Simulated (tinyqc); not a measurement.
## Magnetoresistance against angle

Conductance G = G0 (1 + P1 P2 cos(phi)) at low bias, phi the angle between the magnetisations, normalised to Rp = RA/area at phi = 0.

Values chosen for this exercise:
- Dm = 18 nm (diameter)
- P1 = 0.61 (spin polarisation of the reference layer)
- P2 = 0.6 (spin polarisation of the free layer)
- RA = 3.1 ohm um^2 (resistance-area product, parallel state)

Magnetoresistance against angle:

| phi (degree) | R (kohm) | R/Rp - 1 (%) | share of the full TMR (%) |
|---|---|---|---|
| 0 | 12.18 | 0 | 0 |
| 20 | 12.38 | 1.642 | 1.423 |
| 45 | 13.22 | 8.516 | 7.376 |
| 70 | 14.79 | 21.40 | 18.54 |
| 90 | 16.64 | 36.60 | 31.70 |
| 110 | 19.02 | 56.15 | 48.63 |
| 135 | 22.45 | 84.30 | 73.01 |
| 160 | 25.36 | 108.2 | 93.72 |
| 180 | 26.25 | 115.5 | 100.0 |

R rises from 12.2 to 26.2 kohm, TMR0 = 115 %. It is the conductance that follows cos(phi), so at 90 degrees R has covered only (1 - P1 P2)/2 = 31.7 % of its range.

Program tinyqc, `OMP_NUM_THREADS=1 python tinyqc.py 2450125 2450126 out.jsonl`; Intel Xeon 2.30GHz, shared host, one thread, about 0.01 s.
